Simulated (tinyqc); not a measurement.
## Off-state leakage of single and stacked transistors: subthreshold current against the height of the stack

n-channel devices of unit width. Subthreshold current I(Vg, Vs, Vd) = I0 (T/300 K)^0.5 exp[(Vg - Vs - VT(T) - gb (Vs - Vb) + dd (Vd - Vs))/(nf Vt)] (1 - exp(-(Vd - Vs)/Vt)), VT(T) = VT - cT (T - 300 K). Gate-edge tunnelling Ig (Vd/1 V) exp(ag (Vd - 1 V)), for a gate at 0 V, and band-to-band leakage Ab u exp(-Bb/u), u = Vd - Vb + 1 V, flow at a drain held at V; both are taken as independent of T. In a stack of off transistors (all gates at 0 V) the same subthreshold current passes through each.

All n gates at 0 V, bottom source at 0 V, top drain at V; node voltages follow from equal currents.

Values chosen for this exercise; values of the order met in bulk silicon logic transistors:
- T = 398 K (temperature)
- V = 0.8 V (supply voltage)
- VT = 0.29 V (threshold at 300 K, zero drain and body bias)
- cT = 0.9 mV/K (fall of the threshold with temperature)
- I0 = 0.14 uA/um (current at threshold at 300 K)
- nf = 1.21 (slope factor)
- dd = 0.08 (drain-induced lowering per volt)
- gb = 0.17 (rise of the threshold per volt of source-body bias)
- Vb = -0.6 V (body voltage)

Constants: q = 1.602176634e-19 C, kB = 1.380649e-23 J/K, Vt = kB T/q. Results are converted to the units shown.

Subthreshold current against the height of the stack:

| n | I (nA/um) | reduction factor | drain voltage of the bottom device (mV) | source voltage of the top device (mV) | voltage across the top device (V) |
|---|---|---|---|---|---|
| 1 | 0.49886 | 1.0000 | 800.00 | 0 | 0.80000 |
| 2 | 0.094872 | 5.2583 | 55.104 | 55.104 | 0.74490 |
| 3 | 0.051491 | 9.6883 | 21.330 | 75.393 | 0.72461 |
| 4 | 0.035245 | 14.154 | 13.323 | 87.979 | 0.71202 |
| 5 | 0.026770 | 18.635 | 9.6939 | 97.111 | 0.70289 |
| 6 | 0.021572 | 23.125 | 7.6190 | 104.28 | 0.69572 |

Read the table: what changes, and by how much?

The second transistor cuts the current by a factor of 5.26, the third by a further 1.84 and the sixth by 1.24. The top device keeps 87.0 % of the supply at n = 6, while the drain voltage of the bottom one falls to 0.222 Vt.

tinyqc, about 0.03 s, one thread, Intel Xeon 2.30GHz (shared host): `OMP_NUM_THREADS=1 python tinyqc.py 2242230 2242231 out.jsonl`
